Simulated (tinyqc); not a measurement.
## Reflectance at normal incidence against thickness

Normal incidence on air, film (n1) and substrate (N2 = n2 - i k2): r01 = (1 - n1)/(1 + n1), r12 = (n1 - N2)/(n1 + N2), amplitude (r01 + r12 X)/(1 + r01 r12 X), X = exp(-4 pi i n1 d/lam), R its squared modulus, phase from 0 to 360 degrees.

Inputs (values chosen for the exercise):

| symbol | value | unit | meaning |
|---|---|---|---|
| lam | 800 | nm | wavelength |
| n1 | 1.463 |  | index of the transparent film |
| n2 | 3.692 |  | index of the substrate |
| k2 | 0.0065 |  | extinction coefficient of the substrate |

Reflectance at normal incidence against thickness:
```
d (nm)   R (%)  phase of the reflected amplitude (degrees)
0       32.918                                      179.94
34      30.087                                      151.43
68      22.166                                      118.45
101     12.424                                      74.821
135     7.0903                                      3.9932
169     11.576                                      290.63
202     21.212                                      245.18
236     29.527                                      211.46
270     32.891                                      182.73
```

What does the comparison show?

R goes from 32.9 through a minimum of 7.09 (at d = 135 nm among the rows listed) to 32.9 %. At a quarter wave, d = 137 nm, R = 7.08 %; for a transparent substrate it would vanish for n1 = sqrt(n2) = 1.92.

Computed by the program tinyqc: `OMP_NUM_THREADS=1 python tinyqc.py 2870189 2870190 out.jsonl`, one thread of a shared Intel Xeon 2.30GHz, about 0.01 s for the whole run.
